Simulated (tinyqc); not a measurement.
From one set of inputs to another, one input at a time: Hall factor, magnetoresistance and optical conductivity for a power-law relaxation time. Computed by tinyqc, a small Python program. Command: `OMP_NUM_THREADS=1 python tinyqc.py 3011575 3011576 out.jsonl magneto ladder`. One thread of a shared host (Intel(R) Xeon(R) Processor @ 2.30GHz), about 0.01 s of CPU time with the checks.

One spherical parabolic band, tau(E) = tau_0 x^s with x = E/(k_B T). Landau quantisation is left out.

The inputs printed are set A. Inputs not listed in the table keep their values of set A, so the rows need not describe a real material.

Inputs (values chosen for the exercise, with a mass close to that of electrons in germanium):
```
quantity                 value  unit
effective mass m          0.11   m_0
exponent s                -0.5     -
tau_0                      530    fs
reduced Fermi level eta     -5     -
temperature T              150     K
magnetic field B           1.1     T
```

Constants: m_0 = 9.1093837015e-31 kg; k_B = 1.380649e-23 J/K; hbar = 1.054571817e-34 J s; e = 1.602176634e-19 C.

Method:
- <y> = int y x^(3/2) f (1 - f) dx / int x^(3/2) f (1 - f) dx, f = 1/(1 + exp(x - eta)).
- Integrals over x = E/(k_B T) use 160 Gauss-Legendre points in u = sqrt(x) from 0 to sqrt(max(eta, 0) + 45).
- n = (2 m k_B T)^(3/2)/(3 pi^2 hbar^3) int x^(3/2) f (1 - f) dx; moments in units of tau_0.
- mu = e <tau>/m; weak field r_H = <tau^2>/<tau>^2 and MR = c (mu B)^2, c = <tau^3>/<tau>^3 - r_H^2; strong field r_H = 1 and MR = <tau> <1/tau> - 1.
- With w_c = e B/m: sigma_xx = (n e^2/m) <tau/(1 + w_c^2 tau^2)>, sigma_xy = (n e^2/m) <w_c tau^2/(1 + w_c^2 tau^2)>; r_H = (n e/B) sigma_xy/(sigma_xx^2 + sigma_xy^2); MR = sigma_0 sigma_xx/(sigma_xx^2 + sigma_xy^2) - 1, sigma_0 = n e^2 <tau>/m.

Each row keeps all changes above it:
```
input moved             from    to  magnetoresistance MR (%)  Hall factor r_H  sigma_xx (S/cm)
set A                      -     -                    5.2614           1.0808            1.390
magnetic field B (T)     1.1  0.15                    0.2980           1.1683            2.186
temperature T (K)        150   200                    0.2980           1.1683            3.366
tau_0 (fs)               530  1400                    1.5003           1.1407            8.233
effective mass m (m_0)  0.11  0.27                    0.3401           1.1671           13.899
```

Which inputs carry the difference?

Magnetoresistance MR goes from 5.26 to 0.340, a factor 0.0646 in all. The largest single move comes from magnetic field B (a factor 0.0566), and tau_0 works against it (a factor 5.03). Hall factor r_H goes from 1.08 to 1.17, a factor 1.08 in all. The largest single move comes from magnetic field B (a factor 1.08), and tau_0 works against it (a factor 0.9764). sigma_xx goes from 1.39 to 13.9, a factor 10.00 in all. The largest single move comes from tau_0 (a factor 2.45). The single moves hold for this order of the switches; the total does not depend on the order.

Extremes, crossings and ranges named in words are read from the listed rows.
